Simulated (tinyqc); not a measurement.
Self-heating of a transistor with one or more fingers, with temperature-dependent conductivity. From peak temperature back to power per gate width P. Computed by tinyqc, a small Python program. Command: `OMP_NUM_THREADS=1 python tinyqc.py 3023753 3023754 out.jsonl selfheat inv`. One thread of a shared host (Intel(R) Xeon(R) Processor @ 2.30GHz), about 0.1 s of CPU time with the checks.

N long parallel fingers lie on the top face of a slab whose bottom is held at T_0; the top is otherwise insulated, and heat flows in two dimensions. P in W/mm is 1000 P in W/m.

Inputs (values chosen for the exercise, modelled on gallium nitride):
```
quantity                                      value        unit
conductivity at the base temperature kappa_0    173     W/(m K)
exponent m in kappa ~ T^-m                     1.43           -
base temperature T_0                            323           K
fingers N                                         1           -
finger pitch s                                   44  micrometre
width of the heat source w                     0.36  micrometre
substrate thickness t                            53  micrometre
```

Power: power rises with temperature.

Method:
- A line source of power P on the top face raises the top at distance x by (P/(pi kappa_0)) g(x), g(x) = -ln tanh(pi x/(4 t)) (the image sum for the slab). On a strip of width w the centre sees the mean of g over the strip, g_0 = 1 + ln(8 t/(pi w)) for w much below t.
- theta_i = (P/(pi kappa_0)) [g_0 + sum over j != i of g(|i - j| s)], with equal powers and constant conductivity; thermal resistance = largest theta/P.
- Kirchhoff transformation for kappa = kappa_0 (T/T_0)^-m: T = T_0 [1 - (m - 1) theta/T_0]^(-1/(m - 1)), where theta is the linear rise.
- The bracket vanishes at the power P T_0/((m - 1) theta).

Question. A run gave the result below. Find the power per gate width P, known to lie between 1.9 and 3.8 W/mm.

peak temperature = 356.4168 K

Answer.

Each step takes the trial c = (a f_b - b f_a)/(f_b - f_a), f being the result less the target and a, b, c the logarithms of the listed values; c replaces end b, the old b replaces a if the sign of f changed, and otherwise f_a is halved.

Scan of the range:
```
power per gate width P (W/mm)  peak temperature (K)
1.90                                        348.576
2.13                                        351.867
2.39                                        355.640
2.69                                        360.067
3.02                                        365.028
3.39                                        370.707
3.80                                        377.149
```

False position (Illinois rule, in the logarithm of the input) inside the bracket:
```
step    end a    end b    trial  peak temperature (K)
1     2.39000  2.69000  2.44009               356.374
2     2.69000  2.44009  2.44284               356.414
3     2.69000  2.44284  2.44314               356.419
4     2.44284  2.44314  2.44300               356.417
```

Peak temperature rises at every point of a 13-point scan of the range (every second point is shown), so one value fits; it is bracketed by 2.39 and 2.69. Answer: power per gate width P = 2.443 W/mm.
